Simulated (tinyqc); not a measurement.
Classical nucleation, growth and JMAK kinetics of crystallisation from a melt or glass. Changing the temperature T. Computed by tinyqc, a small Python program. Command: `OMP_NUM_THREADS=1 python tinyqc.py 3019095 3019096 out.jsonl nucl sweep`. One thread of a shared host (Intel(R) Xeon(R) Processor @ 2.30GHz), about 0.01 s of CPU time with the checks.

A spherical nucleus cap on a flat wall with a sharp interface of isotropic energy gamma; lambda = Omega^(1/3) is the jump distance.

Inputs (values chosen for the exercise, for a model substance):

| quantity | value | unit |
|---|---|---|
| melting point T_m | 940 | K |
| heat of melting per volume H | 980 | J/cm^3 |
| interface energy gamma | 0.0693 | J/m^2 |
| atomic volume Omega | 14.8 | angstrom^3 |
| diffusion prefactor D0 | 9.9e-05 | m^2/s |
| activation energy Q | 0.446 | eV |
| contact angle theta | 130 | degrees |
| wall area per volume S_v | 1.2e+07 | 1/m |
| time t | 6e-05 | s |

Nucleation: on a flat wall. Driving force: Turnbull (linear).

Constants: e = 1.602176634e-19 C; k_B = 1.380649e-23 J/K; k_B = 8.617333262e-05 eV/K.

Method:
- Driving force per volume: dG = H (T_m - T)/T_m.
- Shape factor f = (2 + cos theta)(1 - cos theta)^2/4.
- W(r) = f [4 pi r^2 gamma - (4/3) pi r^3 dG]; r* = 2 gamma/dG; W* = f 16 pi gamma^3/(3 dG^2); n* = f (4/3) pi r*^3/Omega.
- D = D0 exp(-Q/(k_B T)); attachment rate k+ = (A*/lambda^2) D/lambda^2 with A* = 2 pi r*^2 (1 - cos theta); Zeldovich factor Z = sqrt(W*/(3 pi k_B T))/n*; sites per volume N = S_v/lambda^2; I = N Z k+ exp(-W*/(k_B T)); lag time = 1/(4 pi Z^2 k+).
- Growth (Wilson-Frenkel): u = (D/lambda) [1 - exp(-dG Omega/(k_B T))].
- D = D0 exp(-Q/(k_B T)).
- JMAK with steady nucleation and growth, nuclei spread at random: extended fraction X_e = (pi/3) I u^3 t^4, X = 1 - exp(-X_e); t_X = [-3 ln(1 - X)/(pi I u^3)]^(1/4); final grains per volume = Gamma(5/4) (3/pi)^(1/4) (I/u)^(3/4), Gamma(5/4) = 0.9064024771. Grain size = (grains per volume)^(-1/3).

One run for each value:

| temperature T (K) | atoms in the nucleus n* | W*/(k_B T) | nucleation rate I (1/(m^3 s)) | growth velocity u (m/s) | half time t_0.5 (s) |
|---|---|---|---|---|---|
| 470 | 5.9 | 3.28 | 2.804e+35 | 4.5 | 4.027e-10 |
| 517 | 8.0 | 3.68 | 4.872e+35 | 10.9 | 1.806e-10 |
| 564 | 11.5 | 4.27 | 5.960e+35 | 21.9 | 1.014e-10 |
| 611 | 17.1 | 5.15 | 4.823e+35 | 38.2 | 7.044e-11 |
| 658 | 27.2 | 6.50 | 2.190e+35 | 58.9 | 6.203e-11 |
| 705 | 46.9 | 8.74 | 3.816e+34 | 81.3 | 7.538e-11 |
| 752 | 91.6 | 12.80 | 1.006e+33 | 100.8 | 1.592e-10 |
| 799 | 217.2 | 21.42 | 2.644e+29 | 111.0 | 1.163e-09 |
| 846 | 733.1 | 45.52 | 1.260e+19 | 103.8 | 4.657e-07 |

Over the rows, atoms in the nucleus n* rises from 5.87 to 733 (exponent d ln y / d ln x 3.3 between the first rows and 21 between the last); W*/(k_B T) rises from 3.28 to 45.5 (exponent d ln y / d ln x 1.2 between the first rows and 13 between the last); nucleation rate I (1/(m^3 s)) goes from 2.80e35 through a maximum among these rows, 5.96e35 at 564, to 1.26e19.

Caution (rows 470, 517, 564, 611, 658, 705): with under 20 atoms in the nucleus or a barrier under 10 k_B T the capillary model is only a guide. Caution (all rows): homogeneous nucleation, left out here, would be as fast or faster: the wall offers too few sites or too small a cut in the barrier. Caution (all rows): homogeneous nucleation, left out here, would be as fast or faster. Caution (rows 470, 517, 564, 611, 658, 705, 752): grains come out smaller than the spacing of the walls, so nuclei are not spread at random as JMAK assumes.

Extremes, crossings and ranges named in words are read from the listed rows.
